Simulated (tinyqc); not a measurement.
Schottky diode by thermionic emission with image-force lowering and series resistance: a Richardson plot.

Metal on an n-type semiconductor with one parabolic valley; V > 0 is forward bias (metal positive). I = I0 [exp(Vj/(n Vt)) - 1] with Vj = V - I Rs; I0 = S A* T^2 exp(-(phi - dphi)/Vt), the lowering dphi taken at zero bias.

A* = 4 pi q me m0 kB^2/h^3 (times 1e-4 for A/(cm^2 K^2)); Nc = 2 (2 pi me m0 kB T/h^2)^1.5 (times 1e-6 for cm^-3); xi = Vt ln(Nc/Nd), Vbi = phi - xi; surface field Em = sqrt(2 q Nd (Vbi - V - Vt)/(eps0 eps_r)); dphi = sqrt(q Em/(4 pi eps0 eps_r)). Here V = 0 in Em; phi is held fixed.

Parameters, values chosen for the exercise; band and dielectric values close to those of In0.53Ga0.47As:
- me = 0.0415 m0 (electron mass)
- eps_r = 13.6 (relative permittivity)
- phi = 0.4 eV (barrier height seen from the metal)
- Nd = 2.7e15 cm^-3 (donor density)
- S = 6.7e-5 cm^2 (area)

Constants: q = 1.602176634e-19 C, kB = 1.380649e-23 J/K, h = 6.62607015e-34 J s, m0 = 9.1093837015e-31 kg, Vt = kB T/q, eps0 = 8.8541878128e-14 F/cm where lengths are in cm. Results are converted to the units shown.

A Richardson plot:

| T (K) | dphi (meV) | I0 (A) | ln(I0/(S T^2)) | 1/Vt (1/V) |
|---|---|---|---|---|
| 200 | 12.65 | 2.319e-9 | -20.87 | 58.02 |
| 240 | 12.43 | 1.398e-7 | -17.13 | 48.35 |
| 280 | 12.18 | 2.740e-6 | -14.47 | 41.44 |
| 320 | 11.91 | 2.642e-5 | -12.47 | 36.26 |
| 360 | 11.60 | 1.582e-4 | -10.91 | 32.23 |
| 400 | 11.27 | 6.765e-4 | -9.671 | 29.01 |
| 450 | 10.79 | 0.002961 | -8.430 | 25.79 |

Read the table: what changes, and by how much?

I0 grows by 6.11 decades. The line through the end rows has the slope -0.3859 eV and the intercept ln(4.57 A/(cm^2 K^2)), against phi = 0.4 eV and A* = 4.99. The difference comes from the lowering: dphi falls from 12.7 to 10.8 meV.

Computed by the program tinyqc: `OMP_NUM_THREADS=1 python tinyqc.py 2640135 2640136 out.jsonl`, one thread of a shared Intel Xeon 2.30GHz, about 0.01 s for the whole run.
